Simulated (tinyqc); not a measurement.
What each change does: thin (001) film in sp3s* tight binding with raised dangling bonds.

Planes alternate anion (a), cation (c) along [001], a/4 apart, starting with an anion; zero in-plane momentum; levels counted from the bulk Ev, the lower root of [[Epa, Vxx], [Vxx, Epc]]; no spin-orbit coupling. Block of s, pz, s*: from an anion to the cation above, Vss/2 (s,s), Vsapc/2 (s,z), -Vscpa/2 (z,s), Vxx/2 (z,z), Vxapc/2 (s*,z), -Vpaxc/2 (z,s*); to the cation below the same with the s-z and s*-z signs reversed. Block of u = (px + py)/sqrt2 and v = (px - py)/sqrt2: to the cation above (Vxx + Vxy)/2 for u and (Vxx - Vxy)/2 for v, to the cation below the reverse. Each surface atom has two dangling sp3 hybrids; raising both by dl adds (dl/2) [[1, t], [t, 1]] to its s, pz levels (t = -1 at the bottom face, +1 at the top) and dl to the one of u, v in whose plane the missing bonds lie (v for a bottom anion or a top cation, u for a top anion).

Values chosen for the exercise (out of a larger set: near a published set for InAs, fitted to gaps, whose masses and valley positions are rough; not measured data): p = (-9.644, 0.903, -2.742, 3.76, 7.434, 6.813, -5.571, 1.852, 4.464, 3.02, 5.402, 3.353, 3.922) eV (order Esa, Epa, Esc, Epc, Exa, Exc, Vss, Vxx, Vxy, Vsapc, Vscpa, Vxapc, Vpaxc); Nw = 28 (planes in the thicker film); dp = 30 eV (value of dl for the passivated films).

edges (eV): Gamma 0.36769, Delta 2.33004

A film of Nw planes with shift dp: highest level below mid-gap (half the lower bulk edge) and the two lowest above.

One parameter was then changed.

Results before and after:

| case | Ev1 (eV) | Ec1 (eV) | Ec2 (eV) |
|---|---|---|---|
| base | -0.0350 | 0.4856 | 0.8846 |
| changed | -0.0350 | 0.5014 | 0.9035 |

Which of these changes was made? (a) dp = 60 eV; (b) Nw = 32.
Answer: (a) dp = 60 eV. Of the candidates, run in turn, only this one gives the changed row.

All candidates:

| case | Ev1 (eV) | Ec1 (eV) | Ec2 (eV) |
|---|---|---|---|
| base | -0.0350 | 0.4856 | 0.8846 |
| Nw = 32 | -0.0276 | 0.4690 | 0.8118 |
| dp = 60 eV | -0.0350 | 0.5014 | 0.9035 |

An odd change of Nw also changes which atoms end the film, so levels need not move as thickness alone would move them; the row for dp shows how far the passivation is from converged.

Run: tinyqc, `OMP_NUM_THREADS=1 python tinyqc.py 1482852 1482853 out.jsonl`; Intel(R) Xeon(R) Processor @ 2.30GHz, one thread, shared host; about 0.4 s of CPU time with all checks.
